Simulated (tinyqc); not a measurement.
MOS inversion layer, Poisson-Schroedinger loop: one step of the calculation.

Electrons confined at an insulator interface at z = 0, treated as a hard wall; parabolic valleys, Hartree approximation, no image or exchange terms. The depletion charge lies far deeper than the electrons and gives a uniform field q Nd/(eps0 eps_r); the gate balances all charge. Energies are counted from the band edge at the interface.

Question. Converged levels, occupations and centroid. Tridiagonal Hamiltonian with psi = 0 one step beyond both ends: H_ii = C (1/m_(i-1/2) + 1/m_(i+1/2))/hz^2 + V0_i + U_i (+ dE for the set B), H_(i,i+1) = -C/(m_(i+1/2) hz^2), C = hbar^2/(2 m0). The lowest 2 level(s) of each valley set are kept, normalised to hz sum |psi|^2 = 1. The mass is the same on all intervals.

Level k holds N_k = D_k Vt ln(1 + exp((EF - E_k)/Vt)) with D = 4 md1 m0 q/(pi hbar^2) for the set A, D = 2 md2 m0 q/(pi hbar^2) for the set B per eV (spin included); EF is fixed by sum N_k = Ns.

Solve for the levels with V0 + U, find EF, n_i = sum_k N_k |psi_k|^2 (in cm^-3); share of each level N_k/Ns; centroid sum n z/sum n.

Inputs (values chosen for the exercise); masses and permittivity close to those of silicon (110): temperature T = 400 K; mass along z of valley set A (4 valley(s)) mz1 = 0.318 m0; in-plane density-of-states mass of set A md1 = 0.325 m0; mass along z of valley set B (2 valley(s)) mz2 = 0.19 m0; in-plane density-of-states mass of set B md2 = 0.414 m0; sheet density of electrons Ns = 8.4e11 cm^-2; extra shift of set B (strain) dE = 0 eV; mesh step hz = 0.64 nm.

Constants: q = 1.602176634e-19 C, kB = 1.380649e-23 J/K, hbar = 1.054571817e-34 J s, m0 = 9.1093837015e-31 kg, Vt = kB T/q, hbar^2/(2 m0) = 0.0380998212 eV nm^2. Results are converted to the units shown.

```
node  z (nm)  fixed potential V0 (eV)  converged U (eV)
1       0.64               0.03464366       0.008314430
2       1.28               0.06928733       0.015717681
3       1.92               0.10393099       0.020985935
4       2.56               0.13857466       0.024025496
5        3.2               0.17321832       0.025516066
6       3.84               0.20786199       0.026166187
7       4.48               0.24250565       0.026426278
8       5.12               0.27714931       0.026523043
9       5.76               0.31179298       0.026556628
10       6.4               0.34643664       0.026567517
11      7.04               0.38108031       0.026570829
12      7.68               0.41572397       0.026571780
13      8.32               0.45036763       0.026572038
14      8.96               0.48501130       0.026572104
15       9.6               0.51965496       0.026572119
16     10.24               0.55429863       0.026572122
17     10.88               0.58894229       0.026572123
```

Find: levels; EF; shares; n; centroid.

Answer.

levels (eV): A1 0.18281, A2 0.30636, B1 0.21566, B2 0.36196
EF = 0.067916 eV
shares (%): A1 78.124, A2 2.206, B1 19.390, B2 0.280
n, node 1 to 17 (in units of 1e18 cm^-3): 1.4384  3.3703  3.5182  2.4452  1.3267  0.6157  0.2578  0.0997  0.0358  0.0120  0.0037  0.0011  0.0003  0.0001  0.0000  0.0000  0.0000
centroid = 2.0454 nm

Numbers from tinyqc (`OMP_NUM_THREADS=1 python tinyqc.py 2160029 2160030 out.jsonl`; about 0.8 s on one thread of a shared Intel Xeon 2.30GHz).
